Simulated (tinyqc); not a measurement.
# Charge control and current of a heterostructure field-effect transistor, step by step

A worked calculation. Computed by tinyqc, a small Python program that keeps every step. Command: `OMP_NUM_THREADS=1 python tinyqc.py 3009237 3009238 out.jsonl hemt walk`. One thread of a shared host (Intel(R) Xeon(R) Processor @ 2.30GHz), about 0.01 s of CPU time with the checks. Intermediate numbers are printed to about 7 digits and carried at full precision; extremes and crossings named in words are read from the listed rows.

Two subbands in a triangular well; E_F is counted from the conduction band edge of the channel at the interface.

Inputs (values chosen for the exercise, modelled on AlGaAs/GaAs): channel mass m = 0.069 m_0; permittivity eps (barrier and channel) = 12.4; barrier thickness d = 27 nm; Schottky barrier phi_B = 0.83 eV; conduction band offset dE_c = 0.13 eV; delta-doping density N_d = 4e+12 1/cm^2; gate voltage V_G = 0 V; mobility mu = 6600 cm^2/(V s); saturation velocity v_s = 1.3 1e7 cm/s; gate length L = 150 nm; source resistance R_S = 0 ohm mm; temperature T = 77 K; mixing = 0.3; iteration cap = 200; spacer between delta layer and channel = 4.5 nm.

Charge source: delta doping. Velocity law: smooth.

Constants: e = 1.602176634e-19 C; eps_0 = 8.8541878128e-12 F/m; k_B = 8.617333262e-05 eV/K; hbar = 1.054571817e-34 J s; m_0 = 9.1093837015e-31 kg; k_B = 1.380649e-23 J/K.

## Threshold and barrier capacitance

Threshold V_T = phi_B - dE_c - e N_d (d - spacer)/(eps eps_0) (in volts); C_b = eps eps_0/d.

threshold voltage V_T = -0.6133561 V

barrier capacitance C_b = 0.4066368 microfarad/cm^2

The device is normally on.

## First iteration

Charge control: n_s = C_b (V_G - V_T - E_F/e)/e. Well: mean field F = e n_s/(2 eps eps_0), E_i = (hbar^2/2m)^(1/3) [(3 pi e F/2)(i + 3/4)]^(2/3), i = 0, 1; n_s = D k_B T sum_i ln(1 + exp((E_F - E_i)/k_B T)), D = m/(pi hbar^2), which is solved in closed form for E_F. Iteration from n_s = C_b (V_G - V_T)/(2e): E_F from n_s, n_out from the charge control, n_new = n_s + mixing (n_out - n_s), kept above n_s/10; stop when |n_out/n_s - 1| < 1e-9.

starting n_s = 7.783572e+11 1/cm^2

E_0 = 60.59249 meV

E_1 = 106.5950 meV

E_F = 87.13222 meV

n_out = 1.335570e+12 1/cm^2

Caution: a density of n_out would put E_F above the conduction band minimum of the barrier, where parallel conduction sets in.

## Sheet density

The formulas are those given above.

Course of the iteration:
```
iteration  n_s (1/cm^2)  E_F (meV)  |n_out/n_s - 1|
1          7.783572e+11    87.1322     7.158837e-01
2          9.455212e+11   101.4170     3.741788e-01
3          1.051659e+12   110.1976     2.142999e-01
4          1.119271e+12   115.6940     1.284848e-01
5          1.162413e+12   119.1658     7.902091e-02
6          1.189970e+12   121.3698     4.933306e-02
7          1.207581e+12   122.7729     3.108038e-02
...                 ...        ...              ...
40         1.238821e+12   125.2520     1.199017e-08
41         1.238821e+12   125.2520     7.670477e-09
42         1.238821e+12   125.2520     4.907037e-09
43         1.238821e+12   125.2520     3.139181e-09
44         1.238821e+12   125.2520     2.008229e-09
45         1.238821e+12   125.2520     1.284725e-09
46         1.238821e+12   125.2520     8.218777e-10
```

sheet density n_s = 1.238821e+12 1/cm^2

Converged in 46 iterations.

## Levels and gate capacitance

C_g = e dn_s/dV_G = 1/(1/C_b + 1/C_q), 1/C_q = d(E_F/e)/d(e n_s) by a central difference of +/- 0.1 % in n_s; added distance dd = eps eps_0/C_q.

E_0 = 82.59847 meV

E_1 = 145.3081 meV

E_F = 125.2520 meV

share in the second subband = 0.7337279 %

gate capacitance C_g = 0.3386104 microfarad/cm^2

added distance dd = 5.424265 nm

C_g is 83 % of C_b: the finite density of states and the rise of E_0 act as 5.4 nm of extra barrier. Caution: E_F lies above the conduction band minimum of the barrier, so electrons would spill into the barrier.

## Saturation current

With V = e n_s/C_g and V_c = v_s L/mu: for v = mu F/(1 + mu F/v_s), V_Dsat = V_c (sqrt(1 + 2V/V_c) - 1) and I/W = C_g v_s (V - V_Dsat); g_m = dI/dV; extrinsic g_m/(1 + g_m R_S); f_T = g_m/(2 pi C_g L).

V = 0.5861635 V

V_c = 0.02954545 V

V_Dsat = 0.1588952 V

saturation current I/W = 188.0808 mA/mm

intrinsic g_m = 371.1759 mS/mm

extrinsic g_m = 371.1759 mS/mm

intrinsic f_T = 116.3077 GHz

V/V_c = 19.84: velocity saturation rules; I is 73 % of e n_s v_s = 258 mA/mm.

## Gate length

The formulas are those given above.

Scaling; the last columns are v_s/(2 pi L) and mu V/(2 pi L^2):
```
L (nm)  I/W (mA/mm)  g_m (mS/mm)  extrinsic g_m (mS/mm)     f_T (GHz)  velocity limit (GHz)  mobility limit (GHz)
30         223.8966     409.0198               409.0198  6.408302e+02              689.6714          6.841327e+04
60         211.1536     396.2174               396.2174  3.103860e+02              344.8357          1.710332e+04
120        194.4195     378.3100               378.3100  1.481789e+02              172.4179          4.275830e+03
250        171.7392     351.8135               351.8135  6.614428e+01               82.7606          9.851511e+02
500        145.6490     317.6507               317.6507  2.986068e+01               41.3803          2.462878e+02
1000       116.1218     273.2404               273.2404  1.284295e+01               20.6901          6.157194e+01
2000        85.6619     219.4309               219.4309  5.156887e+00               10.3451          1.539299e+01
5000        49.9393     142.7629               142.7629  1.342040e+00                4.1380          2.462878e+00
```

f_T scales as L^-1.05 at the short end and L^-1.47 at the long end; the two limits cross at L = mu V/v_s = 2980 nm. g_m tends to C_g v_s = 440 mS/mm. Fringe capacitances and short-channel effects, left out, lower f_T once L is below about ten barrier thicknesses.

Checks made by the program: iterated density against a bracketing root search (relative difference 7e-10).
